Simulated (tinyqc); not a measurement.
Inside a calculation. Method: CCD on RHF in the 3-21g basis, for He, spin multiplicity 1. One step of it, computed by the program tinyqc.

Task: CCD: starting amplitudes. t_ij^ab = <ij||ab> / (e_i + e_j - e_a - e_b), whose energy is MP2.

orbital energies (hartree): MO1 -0.903572, MO2 2.081703

Two-electron integrals over orbitals (pq|rs), unique and non-zero (hartree):
```
(11|11) 1.028537   (21|11) 0.319236   (21|21) 0.261994   (22|11) 0.982016
(22|21) 0.343809   (22|22) 0.998335
```

Give: Starting amplitudes; correlation energy.

Result:

Starting amplitudes (spin orbitals 1a, 1b, ...; amplitudes related by a flip of all spins are not repeated):
```
from      to        t
1a 1b  2a 2b  -0.0439
```

correlation energy = -0.011497 hartree
